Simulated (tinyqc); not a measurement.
Inside a calculation. Model: bias-temperature instability, empirical power law with universal recovery.

Numbers from tinyqc (`OMP_NUM_THREADS=1 python tinyqc.py 2070174 2070175 out.jsonl`; about 0.01 s on one thread of a shared Intel Xeon 2.30GHz). Printed values are rounded.

Threshold-voltage shift at the end of a stress: dV = A (V/V0)^g exp[-(Ea q/kB)(1/T - 1/T0)] (t/1 s)^n. After a delay tr the permanent share pp stays and the rest falls by r = 1/(1 + B (tr/t)^be). An empirical model: its parameters are fits, not properties.

Parameters, values chosen for the exercise: reference stress voltage V0 = 1.4 V; reference temperature T0 = 373 K; shift after 1 s at V0 and T0 A = 4.6 mV; time exponent n = 0.13; voltage exponent g = 5.6; apparent activation energy of the shift Ea = 0.15 eV; permanent share pp = 0.34; recovery scale B = 5.2; recovery dispersion be = 0.12; use voltage V = 0.8 V; use temperature T = 378 K; failure criterion dc = 50 mV; delay before the measurement tr = 10 s.

Constants: q = 1.602176634e-19 C, kB = 1.380649e-23 J/K. Results are converted to the units shown.

## Shift and lifetime at use conditions

The lifetime solves dV = dc; ten years are 3.15576e8 s.

voltage factor = 0.0435499
temperature factor = 1.06367
shift after ten years = 2.71292 mV
lifetime = 5.431e10 years
largest voltage for ten years = 1.34610 V

The device passes: the shift at ten years is below dc. A lifetime beyond 100 years is a far extrapolation of the power law. In time the voltage exponent is g/n = 43.1 and the activation energy Ea/n = 1.15 eV.

## What a delayed measurement sees

t, point 0 to 2 (s): 10  100  1000

At V0 and T0, measured shift = dV [pp + (1 - pp) r]; the apparent exponent is the slope of ln(shift) against ln t between the first and last point.

```
point  dV (mV)  share left  measured (mV)
0      6.20523    0.446452        2.77033
1      8.37062    0.473479        3.96331
2      11.2917    0.505319        5.70589
```

apparent n = 0.156896

The delay hides 49.5 % of the last shift and raises the exponent from 0.13 to 0.157, since short stresses recover by a larger share.
